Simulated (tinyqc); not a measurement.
Inside a calculation. Model: bulk transistor, scale length and short-channel effects.

Numbers from tinyqc (`OMP_NUM_THREADS=1 python tinyqc.py 2420141 2420142 out.jsonl`; about 0.01 s on one thread of a shared Intel Xeon 2.30GHz). Printed values are rounded.

A gate, an insulator of thickness ti and a depleted layer of depth ts on a conducting body. Below threshold the potential that source and drain add obeys Laplace's equation and vanishes on the gate and at the bottom of the depleted layer. Its lowest mode decays along the channel as exp(-k y); k is the smallest positive root of the matching condition at the interface, and the scale length is Lambda = pi/k.

Parameters, values chosen for the exercise; permittivities: semiconductor made up, insulator close to that of aluminium oxide:

| symbol | value | unit | meaning |
|---|---|---|---|
| T | 300 | K | temperature |
| eps_r | 12.3 |  | relative permittivity of the semiconductor |
| ei | 9.33 |  | relative permittivity of the insulator |
| ti | 2.3 | nm | insulator thickness |
| ts | 24 | nm | depletion depth |
| L | 73 | nm | channel length |
| Vbi | 0.95 | V | potential of the source |
| sT | 0.57 | V | potential of the barrier top at threshold |
| VTL | 0.35 | V | long-channel threshold |
| m | 1.13 |  | long-channel body factor |
| Vds | 0.7 | V | drain voltage |

Constants: q = 1.602176634e-19 C, kB = 1.380649e-23 J/K, Vt = kB T/q. Results are converted to the units shown.

## Scan of the matching condition

```
point,k (1/nm)
0,0.02
1,0.04
2,0.06
3,0.08
4,0.1
5,0.12
6,0.14
7,0.16
```

f(k) = eps_r sin(k ti) cos(k ts) + ei cos(k ti) sin(k ts).

```
point,f(k)
0,4.80553
1,8.25881
2,9.38304
3,7.84891
4,4.06837
5,-0.91623
6,-5.71772
7,-8.98643
```

The first change of sign lies between k = 0.1 and 0.12 1/nm.

## Iteration 1: decay constant by Newton steps

k at the start = 0.12 1/nm

f(k) = eps_r sin(k ti) cos(k ts) + ei cos(k ti) sin(k ts); f' by a central difference with +/- 1e-5 1/nm; k(new) = k - f/f'.

f = -0.916234
f' = -256.726 nm
k after iteration 1 = 0.116431 1/nm

## Iteration 2: decay constant by Newton steps

As before.

f = 0.00157412
f' = -257.218 nm
k after iteration 2 = 0.116437 1/nm

## Course of the iteration: decay constant by Newton steps

Stop when k changes by less than 1e-10 1/nm, or after 30 iterations.

Course of the iteration:
```
iteration,k (1/nm),|change| (1/nm)
1,0.116431,3.57e-3
2,0.116437,6.12e-6
3,0.116437,1.39e-11
```

Converged in 3 iterations. The change falls from 0.0036 in the first iteration to below the tolerance in the last.

## Scale length against simple estimates

k = 0.116437 1/nm

Lambda = pi/k and l = 1/k. A parabolic potential across the structure gives l(parabolic) = sqrt((eps_r/ei) ts ti).

Lambda = 26.9810 nm
l = 8.58832 nm
l(parabolic) = 8.53063 nm

The parabolic estimate is 0.67 % below l.

## Threshold shift, barrier position and swing

Along the channel psi(y) = s + a exp(y/l) + b exp(-y/l) with psi(0) = Vbi, psi(L) = Vbi + Vds and l = 1/k = Lambda/pi; with A = Vbi - s, B = A + Vds, x = exp(-L/l): a = (B - A x) x/(1 - x^2), b = (A - B x)/(1 - x^2). The minimum is s + 2 sqrt(a b), at y = (l/2) ln(b/a). The long-channel potential follows the gate as s = sT + (Vg - VTL)/m, and the threshold VT is the gate voltage at which the minimum equals sT. Swing = m Vt ln 10/g at threshold, g = d(minimum)/ds = 1 - (b x + a)/((1 + x) sqrt(a b)).

s at threshold = 0.551118 V
a = 2.23590e-4 V
b = 0.398659 V
position of the minimum = 32.1463 nm
VT = 0.328663 V
swing = 69.5077 mV/decade

The threshold lies 21.3 mV below the long-channel value, and the barrier top sits at 0.44 L from the source.
